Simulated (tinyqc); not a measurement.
# Minority carriers and saturation current of a heavily doped emitter: two studies

n-type, parabolic bands, full ionisation. eta = (EF - Ec)/kB T solves N = Nc F12(eta), F12(x) = (2/sqrt(pi)) int_0^infinity sqrt(u)/(1 + exp(u - x)) du. The gap shrinks rigidly by dEg = E1 [ln(N/N0) + sqrt(ln^2(N/N0) + 0.5)], an empirical law that is here taken as the true narrowing.

Inputs (values chosen for the exercise); band and dielectric values close to those of silicon:
- T = 250 K (temperature)
- Eg = 1.12 eV (band gap)
- Nc = 2.09e19 cm^-3 (conduction-band density of states at 250 K)
- Nv = 1.99e19 cm^-3 (valence-band density of states at 250 K)
- N = 1.7e20 cm^-3 (ionised donor density)
- E1 = 8.4 meV (energy of the narrowing law)
- N0 = 1.5e17 cm^-3 (density of the narrowing law)
- mup = 210 cm^2/(V s) (minority-hole mobility)
- Cn = 3.3e-31 cm^6/s (Auger coefficient)
- ts = 0.16 us (defect lifetime)
- W = 570 nm (emitter width)

Constants: q = 1.602176634e-19 C, kB = 1.380649e-23 J/K, Vt = kB T/q. Results are converted to the units shown.

Each table varies one quantity; the others keep the values above.

## Approximations to the Fermi level

With u = N/Nc: Boltzmann ln u; Joyce-Dixon ln u + 0.353553 u - 4.95009e-3 u^2 + 1.48386e-4 u^3 - 4.42563e-6 u^4; degenerate limit (3 sqrt(pi) u/4)^(2/3). The Einstein ratio is D/(mu Vt) = F12/Fm, Fm(x) = dF12/dx = (1/sqrt(pi)) int_0^infinity u^(-1/2)/(1 + exp(u - x)) du.

Approximations to the Fermi level:
```
N (cm^-3)      N/Nc       eta  Boltzmann  Joyce-Dixon  degenerate  D/(mu Vt)
1.4e18     0.066986   -2.6796    -2.7033      -2.6796     0.19941     1.0236
2.8e18      0.13397   -1.9629    -2.0101      -1.9629     0.31654     1.0472
5.5e18      0.26316   -1.2423    -1.3350      -1.2423     0.49648     1.0924
1.1e19      0.52632  -0.45712   -0.64185     -0.45712     0.78811     1.1834
2.1e19       1.0048   0.35517  0.0047733      0.35517      1.2128     1.3457
4.2e19       2.0096    1.3896    0.69792       1.3896      1.9253     1.6738
8.3e19       3.9713    2.7134     1.3791       2.7133      3.0319     2.2719
1.6e20       7.6555    4.5058     2.0354       4.5033      4.6961     3.2773
3.2e20       15.311    7.3408     2.7286       7.2708      7.4546     5.0510
6.4e20       30.622    11.763     3.4217       9.9759      11.834     7.9370
```

Boltzmann is within 0.1 of eta up to N/Nc = 0.26, Joyce-Dixon within 0.01 up to 7.7, and the degenerate limit is off by 0.070 in the last row. The Einstein ratio rises from 1.02 to 7.94: degenerate carriers diffuse faster for the same mobility.

## Effect of the contact

ni = sqrt(Nc Nv) exp(-Eg/(2 Vt)), Eg in volts; degeneracy factor g = F12(eta) exp(-eta); nie^2 = ni^2 exp(dEg/kB T) g, p0 = nie^2/N; apparent narrowing dEg + kB T ln g. 1/tau = Cn N^2 + 1/ts, D = mup Vt, L = sqrt(D tau); J0 = (q p0 D/L)(s + tanh(W/L))/(1 + s tanh(W/L)), s = S L/D; the share recombining inside is 1 - 1/[cosh(W/L)(1 + tanh(W/L)/s)].

Effect of the contact:
```
S (cm/s)  J0 (fA/cm^2)  share inside (%)
80             0.03815             99.99
340            0.03815             99.98
1500           0.03816             99.89
6200           0.03817             99.58
26000          0.03824             98.37
1.1e5          0.03843             94.94
4.8e5          0.03872             89.84
2.1e6          0.03890             86.78
8.8e6          0.03895             85.82
```

Read the table: what changes, and by how much?

J0 rises from 0.0382 to 0.0390 fA/cm^2, between the limits q p0 (D/L) tanh(W/L) = 0.0382 and q p0 (D/L) coth(W/L) = 0.0390; W/L = 2.6, so passivating the contact can gain at most a factor of 1.02.

Range of the model: Band tails, non-parabolic bands and incomplete ionisation are left out.

Program tinyqc, `OMP_NUM_THREADS=1 python tinyqc.py 2330143 2330144 out.jsonl`; Intel Xeon 2.30GHz, shared host, one thread, about 0.01 s.
